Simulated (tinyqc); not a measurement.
Thermal RC ladder, step response: one step of the calculation.

A ladder of 2 nodes: R_i joins node i to node i + 1, the last R to the ambient; C_i is the heat capacity of node i; theta is the rise above ambient, zero at t = 0. d theta/dt = -A theta + b with b = (Pw/C_1, 0, ...), times in ms.

Task. One time step. Explicit Euler: theta(new) = theta + dt (b - A theta).

Parameters, values chosen for the exercise:
```
symbol        value  unit                       meaning
C       [0.35, 1.8]  mJ/K  heat capacities of the nodes
Pw               55     W    power at node 1 from t = 0
dt             0.11    ms                     time step
```

A (1/ms):

|  | node 1 | node 2 |
|---|---|---|
| node 1 | 21.978022 | -21.978022 |
| node 2 | -4.273504 | 4.840398 |

theta after step 2 (K): node 1 -7.2182104, node 2 8.1257631

Give: theta after step 3.

Result.

theta after step 3 (K): node 1 47.163, node 2 0.406

Program tinyqc, `OMP_NUM_THREADS=1 python tinyqc.py 2520046 2520047 out.jsonl`; Intel Xeon 2.30GHz, shared host, one thread, about 0.01 s.
